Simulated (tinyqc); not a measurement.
Pump-down curve: gas flow in a process chamber: flow regimes, conductance, effective pumping speed, pump-down, outgassing and purge. Computed by tinyqc, a small Python program. Command: `OMP_NUM_THREADS=1 python tinyqc.py 3120142 3120143 out.jsonl pump walk`. One thread of a shared host (Intel(R) Xeon(R) Processor @ 2.30GHz), about 0.07 s of CPU time with the checks.

Ideal gas, isothermal flow, a pump of constant speed at the end of a round pipe; process gas, volume gas and outgassing are given the same properties. 1 sccm = 101325 Pa x 1e-6 m^3/60 s x T/273.15 K.

Inputs (values chosen for the exercise, modelled on nitrogen near room temperature):

| quantity | value | unit |
|---|---|---|
| molar mass M | 28.01 | g/mol |
| molecular diameter | 0.37 | nm |
| viscosity eta | 17.8 | micropascal s |
| temperature T | 293 | K |
| chamber volume V | 63 | L |
| wall area | 0.55 | m^2 |
| pipe diameter d | 10 | cm |
| pipe length l | 120 | cm |
| pump speed S | 200 | L/s |
| outgassing rate after 1 h | 1.9e-06 | Pa m^3/(s m^2) |
| outgassing exponent n | 0.97 | - |
| starting pressure p0 | 270 | Pa |

Constants: k_B = 1.380649e-23 J/K; u = 1.6605390666e-27 kg.

Method:
- Mean speed c = sqrt(8 k_B T/(pi m)); aperture conductance C_a = c pi d^2/16; molecular pipe C_m = C_a/(1 + 3 l/(4 d)) (Dushman form); viscous pipe C_v = pi d^4 p_mean/(128 eta l); Knudsen interpolation C = C_v + C_m (1 + x)/(1 + 1.24 x), x = d p_mean sqrt(m/(k_B T))/eta.
- Effective speed 1/S_eff = 1/S + 1/C_m; time constant V/S_eff; pressure at which the free path k_B T/(sqrt2 pi d_m^2 p) equals d.
- Pump-down: V dp/dt = -S_eff(p) p + q(t) A, with S_eff = S p_2/p, where p_2 solves C((p + p_2)/2) (p - p_2) = S p_2 at each moment, and q(t) = q_1 (1 h/(t + 10 s))^n; integrated adaptively. At long times p = q(t) A/S_eff.
- S_eff(p) is tabulated at 260 pressures and interpolated in ln p. Comparison columns: p0 exp(-t/time constant) with the molecular S_eff (0 below 1e-26 p0), and the outgassing limit.

time constant = 0.996783 s

S_eff in molecular flow = 63.2033 L/s

Pressure against time:

| t (s) | p (Pa) | S_eff (L/s) | volume gas only (Pa) | outgassing limit (Pa) |
|---|---|---|---|---|
| 0.3 | 1.0523e+02 | 196.74 | 1.9983e+02 | 4.8477e-03 |
| 1 | 1.2856e+01 | 175.93 | 9.9007e+01 | 4.5482e-03 |
| 3 | 3.9981e-01 | 70.12 | 1.3313e+01 | 3.8678e-03 |
| 10 | 3.0752e-03 | 62.93 | 1.1869e-02 | 2.5468e-03 |
| 30 | 1.3360e-03 | 63.08 | 2.2934e-11 | 1.3001e-03 |
| 100 | 4.9208e-04 | 63.16 | 0 | 4.8735e-04 |
| 300 | 1.7900e-04 | 63.19 | 0 | 1.7839e-04 |
| 1000 | 5.6787e-05 | 63.20 | 0 | 5.6728e-05 |
| 3600 | 1.6494e-05 | 63.20 | 0 | 1.6490e-05 |
| 20000 | 3.1319e-06 | 63.20 | 0 | 3.1317e-06 |
| 100000 | 6.5759e-07 | 63.20 | 0 | 6.5758e-07 |

What does the comparison show, and why?

From t = 30 s on the pressure is within 20 % of the outgassing limit, which falls only as (t + 10 s)^-0.97: walls, not volume, set the time to base pressure. Early on viscous flow raises S_eff to 197 L/s, 3.1 times its molecular value.
